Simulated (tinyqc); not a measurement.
# Single-electron transistor, orthodox theory and master equation: what changes with what

A metal island with n extra electrons joins the left lead (voltage V) and the right lead (0 V) by tunnel junctions and couples to a gate. Cs = CL + CR + Cg. Adding electron n + 1 costs mu(n) = [q (n + 1/2) - CL V - Cg Vg]/Cs (in volts); the Fermi levels are -V (left) and 0 (right). A jump that gains the energy W has the rate G(W) = (W/q)/(R [1 - exp(-W/Vt)]), W in volts, Vt = kB T/q. Sequential tunnelling only; I > 0 flows from left to right.

Parameters, values chosen for the exercise:
- CL = 31 aF (capacitance of the left junction)
- CR = 24 aF (capacitance of the right junction)
- Cg = 6.3 aF (gate capacitance)
- RL = 120 kohm (resistance of the left junction)
- RR = 120 kohm (resistance of the right junction)
- T = 1.9 K (temperature)
- Vg = 1.7 mV (gate voltage)

Constants: q = 1.602176634e-19 C, kB = 1.380649e-23 J/K, Vt = kB T/q. Results are converted to the units shown.

Each table varies one quantity; the others keep the values above.

## The Coulomb oscillation

Here V = 1.3 mV. Onto the island: from the left W = -V - mu(n), from the right W = -mu(n); off the island (n + 1 to n): to the left W = mu(n) + V, to the right W = mu(n). Steady state: p(n + 1)/p(n) = (sum of on rates)/(sum of off rates), normalised. I = q sum_n [p(n + 1) (off to left) - p(n) (on from left)]. Enough charge states are kept that the digits shown do not change.

The Coulomb oscillation:
```
Vg (mV),I (nA),mean n
0,0.1491,0.000
2.54,0.2791,0.018
5.09,0.7334,0.061
7.63,1.544,0.159
10.2,2.381,0.319
12.7,2.708,0.504
15.3,2.325,0.696
17.8,1.492,0.848
20.3,0.7074,0.941
22.9,0.2635,0.984
25.4,0.1490,1.000
28,0.2822,1.018
30.5,0.7280,1.061
33.1,1.557,1.161
```

Read the table: what changes, and by how much?

I is largest, 2.71 nA, at Vg = 12.7 mV and smallest, 0.149 nA, at 25.4 mV among the rows; the pattern repeats every q/Cg = 25.4 mV. At zero temperature current flows while mu(0) lies between -V and 0, for Vg from 6.32 to 19.0 mV; the mean n moves from 0.00 to 1.16 over the table.

## Current against bias

Same model as above.

Current against bias:
```
V (mV),I (nA),mean n,states above 1 %,I (RL + RR)/V
0.261,0.0095001,0.001088,1,0.0087357
1.22,0.16939,0.008715,2,0.033322
2.18,1.3189,0.046654,3,0.14520
3.14,4.5206,0.093426,3,0.34552
4.09,8.5703,0.096583,3,0.50290
5.05,12.362,0.085262,3,0.58748
6.01,15.789,0.076071,3,0.63051
6.97,19.086,0.072935,3,0.65721
7.93,22.608,0.080635,4,0.68421
8.89,26.502,0.089480,4,0.71548
9.84,30.496,0.091770,5,0.74380
10.8,34.477,0.091598,5,0.76615
11.8,38.538,0.091258,5,0.78383
```

What does the comparison show?

At zero temperature the blockade would end at V = 2.24 mV. The ratio I (RL + RR)/V rises from 0.00874 to 0.784. Over the second half of the table the slope between rows varies from 0.824 to 1.01 times 1/(RL + RR).

Range of the model: Cotunnelling, which dominates deep in the blockade, is left out.

Computed by the program tinyqc: `OMP_NUM_THREADS=1 python tinyqc.py 2780035 2780036 out.jsonl`, one thread of a shared Intel Xeon 2.30GHz, about 0.01 s for the whole run.
